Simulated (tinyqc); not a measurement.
Inside a calculation. Method: CID on RHF in the sto-6g basis, for H3-, spin multiplicity 1. The basis has no diffuse functions, so it cannot describe the extra electron: this is an exercise in the method, not the real anion. Computed by tinyqc, a small Python program that keeps every step (integrals from PySCF). Settings: charge = -1, multiplicity = 1, basis = sto-6g, method = RHF, energy threshold = 1e-10, iteration cap = 60, orthogonalisation = canonical, start = atomic densities, DIIS depth = 6, ci = CID. Command: `OMP_NUM_THREADS=1 python tinyqc.py 25898 25899 out.jsonl` (the two numbers bound the seeds that draw the settings). One thread of a shared host (Intel(R) Xeon(R) Processor @ 2.60GHz), about 0.1 s of CPU time with the checks. The early iterations of the SCF are left out here.

## One-electron integrals

Geometry (angstrom):
```
atom       x       y        z
H     0.0000  0.0000   0.0000
H     0.0000  0.0000   0.8970
H     0.0000  0.0000  -0.8970
```

Basis sto-6g: exponents (1/bohr^2) and contraction coefficients of normalised primitives:
```
element  l (shell)  exponent  coefficient
H            s (1)   35.5232       0.0092
H            s (1)    6.5131       0.0494
H            s (1)    1.8221       0.1685
H            s (1)    0.6260       0.3706
H            s (1)    0.2431       0.4165
H            s (1)    0.1001       0.1303
```

Overlap, kinetic and nuclear-attraction integrals over the contracted functions; the nuclear repulsion is the sum of Za Zb / Rab.

nuclear repulsion = 1.474853 hartree

overlap S:
```
        1H 1s   2H 1s   3H 1s
1H 1s  1.0000  0.5591  0.5591
2H 1s  0.5591  1.0000  0.1657
3H 1s  0.5591  0.1657  1.0000
```

kinetic energy T (hartree):
```
        1H 1s    2H 1s    3H 1s
1H 1s  0.7685   0.1531   0.1531
2H 1s  0.1531   0.7685  -0.0079
3H 1s  0.1531  -0.0079   0.7685
```

nuclear attraction V (hartree):
```
         1H 1s    2H 1s    3H 1s
1H 1s  -2.3648  -1.1622  -1.1622
2H 1s  -1.1622  -2.0968  -0.3172
3H 1s  -1.1622  -0.3172  -2.0968
```

core Hamiltonian H = T + V (hartree):
```
         1H 1s    2H 1s    3H 1s
1H 1s  -1.5963  -1.0091  -1.0091
2H 1s  -1.0091  -1.3283  -0.3251
3H 1s  -1.0091  -0.3251  -1.3283
```

## Two-electron integrals

Functions are numbered as in S; the eight-fold symmetry (ij|kl) = (ji|kl) = (kl|ij) leaves the list below.

Two-electron integrals (ij|kl) in chemists' order, unique and non-zero (hartree):
```
(11|11) 0.7750   (21|11) 0.3594   (21|21) 0.2053   (22|11) 0.5128
(22|21) 0.3594   (22|22) 0.7750   (31|11) 0.3594   (31|21) 0.1555
(31|22) 0.2140   (31|31) 0.2053   (32|11) 0.1009   (32|21) 0.0511
(32|22) 0.0816   (32|31) 0.0511   (32|32) 0.0146   (33|11) 0.5128
(33|21) 0.2140   (33|22) 0.2928   (33|31) 0.3594   (33|32) 0.0816
(33|33) 0.7750
```

## Orthogonalisation

S = U s U^T; canonical form X = U s^(-1/2), so that X^T S X = 1. Each column of U has its largest component positive (the first on a tie).

eigenvalues of S: 0.2878  0.8343  1.8779

X:
```
             1        2       3
1H 1s   1.3850   0.0000  0.4884
2H 1s  -0.8821   0.7742  0.3834
3H 1s  -0.8821  -0.7742  0.3834
```

## Iteration 9 (converged): orbitals

converged F (hartree):
```
         1H 1s    2H 1s    3H 1s
1H 1s   0.0405  -0.2583  -0.2583
2H 1s  -0.2583   0.0749  -0.1019
3H 1s  -0.2583  -0.1019   0.0749
```

Diagonalise F' = X^T F X, C = X C', fill 2 alpha and 2 beta electrons from the bottom; D = 2 C_occ C_occ^T. Each column has its largest component positive (the first on a tie).

F' = X^T F X (hartree):
```
         1       2        3
1   1.2982  0.0000  -0.0062
2   0.0000  0.2119   0.0000
3  -0.0062  0.0000  -0.1917
```

orbital energies (hartree): MO1 -0.1918, MO2 0.2119, MO3 1.2982

coefficients C:
```
          MO1      MO2      MO3
1H 1s  0.4941   0.0000   1.3830
2H 1s  0.3798   0.7742  -0.8837
3H 1s  0.3798  -0.7742  -0.8837
```

D after iteration 9:
```
        1H 1s    2H 1s    3H 1s
1H 1s  0.4883   0.3753   0.3753
2H 1s  0.3753   1.4871  -0.9102
3H 1s  0.3753  -0.9102   1.4871
```

## Convergence

Stop when the energy changes by less than 1e-10 hartree and every element of the error matrix X^T (F D S - S D F) X is below 3e-06.

Course of the cycle:
```
iteration  E (hartree)     change  largest element of the error matrix
1            -1.378208          -                             6.49e-02
2            -1.331287   4.69e-02                             1.92e-02
3            -1.331422  -1.35e-04                             4.83e-03
4            -1.331431  -8.82e-06                             8.11e-04
5            -1.331431  -1.78e-07                             4.48e-04
6            -1.331431  -4.19e-08                             3.05e-04
7            -1.331431  -1.58e-08                             2.28e-04
8            -1.331431  -2.03e-08                             2.15e-07
9            -1.331431  -1.82e-14                             1.07e-08
```

PySCF RHF in the same basis = -1.331431 hartree

Converged in 9 iterations.

## Integrals over molecular orbitals

(pq|rs) = sum C_ip C_jq C_kr C_ls (ij|kl), one index at a time.

one-electron integrals over orbitals h = C^T H C (hartree):
```
         1        2        3
1  -1.6239   0.0000  -0.1599
2   0.0000  -1.2025   0.0000
3  -0.1599   0.0000  -0.7024
```

Two-electron integrals over orbitals (pq|rs), unique and non-zero (hartree):
```
(11|11) 0.5714    (21|21) 0.1633    (22|11) 0.5120    (22|22) 0.5537
(31|11) 0.0829    (31|22) -0.0303   (31|31) 0.1319    (32|21) -0.1377
(32|32) 0.1394    (33|11) 0.5997    (33|22) 0.5363    (33|31) 0.1009
(33|33) 0.6689
```

## CID: determinants and Hamiltonian

Hartree-Fock energy = -1.331431 hartree

Slater-Condon rules over spin orbitals, with the nuclear repulsion added and E(HF) subtracted on the diagonal.

Occupation strings over the orbitals (2 doubly, a alpha, b beta, 0 empty; spin orbitals ordered 1a 1b 2a 2b ...): 220 202 ab2 ba2 022

H - E(HF) between determinants (hartree):
```
        220     202      ab2      ba2     022
220  0.0000  0.1394   0.0000   0.0000  0.1319
202  0.1394  1.5291   0.0000   0.0000  0.1633
ab2  0.0000  0.0000   1.7567  -0.1633  0.0000
ba2  0.0000  0.0000  -0.1633   1.7567  0.0000
022  0.1319  0.1633   0.0000   0.0000  2.0853
```

## CID: roots

Diagonalise (each vector has its largest component positive (the first on a tie)); all determinants have Ms = 0, so triplets appear too. The lowest singlet root is the correlation energy.

lowest roots of this matrix, relative to E(HF) (hartree): -0.0191  1.4912  1.5934  1.9200  2.1424

lowest vectors:
```
      root 1   root 2  root 3   root 4
220   0.9949   0.0650  0.0000   0.0000
202  -0.0837   0.9584  0.0000   0.0000
ab2   0.0000   0.0000  0.7071   0.7071
ba2   0.0000   0.0000  0.7071  -0.7071
022  -0.0559  -0.2779  0.0000   0.0000
```

<S^2> of these roots: 0.0000  0.0000  2.0000  0.0000  0.0000

weight of the ground state by excitation level 0, 1, 2, ...: 0.9899  0.0000  0.0101
